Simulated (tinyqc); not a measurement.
Gate voltage for a given inversion charge.

Problem. p-type body, charge-sheet picture, depletion and inversion only, full ionisation (an idealisation for deep acceptors), Boltzmann statistics (rough once Na exp(x - xn) passes about Nc/7). In units of Vt: xg = (Vg - Vfb)/Vt, x = psi/Vt, G = gamma/sqrt(Vt), xn = (2 phiF + Vc)/Vt. The implicit equation is (xg - x)^2 = G^2 [x - 1 + exp(x - xn)] for x above about 3. Cox = eps0 eox/tox. ni = sqrt(Nc Nv) exp(-Eg/(2 Vt)), Eg in volts; phiF = Vt ln(Na/ni); gamma = sqrt(2 q eps0 eps_r Na)/Cox. N_inv = (Cox Vt G/q) [sqrt(x - 1 + exp(x - xn)) - sqrt(x - 1)]. Find x - xn, psi and Vg.

Inputs (values chosen for the exercise); band and dielectric values those of a made-up semiconductor: temperature T = 300 K; band gap Eg = 2.63 eV; relative permittivity eps_r = 10.6; conduction-band density of states at T Nc = 1.45e19 cm^-3; valence-band density of states at T Nv = 2.47e19 cm^-3; relative permittivity of the gate insulator (close to aluminium oxide) eox = 8.88; insulator thickness tox = 43 nm; acceptor density Na = 1e18 cm^-3; flat-band voltage Vfb = -0.69 V; channel-body voltage Vc = 1 V.

Constants: q = 1.602176634e-19 C, kB = 1.380649e-23 J/K, Vt = kB T/q, eps0 = 8.8541878128e-14 F/cm where lengths are in cm. Results are converted to the units shown.

N_inv = 1.6e11 cm^-2

Answer. N_inv rises steadily with x, so it fixes x; the implicit equation then gives xg directly.

x - xn = 1.92
psi = 3.53 V
Vg = 8.59 V

tinyqc, about 0.01 s, one thread, Intel Xeon 2.30GHz (shared host): `OMP_NUM_THREADS=1 python tinyqc.py 2122213 2122214 out.jsonl`
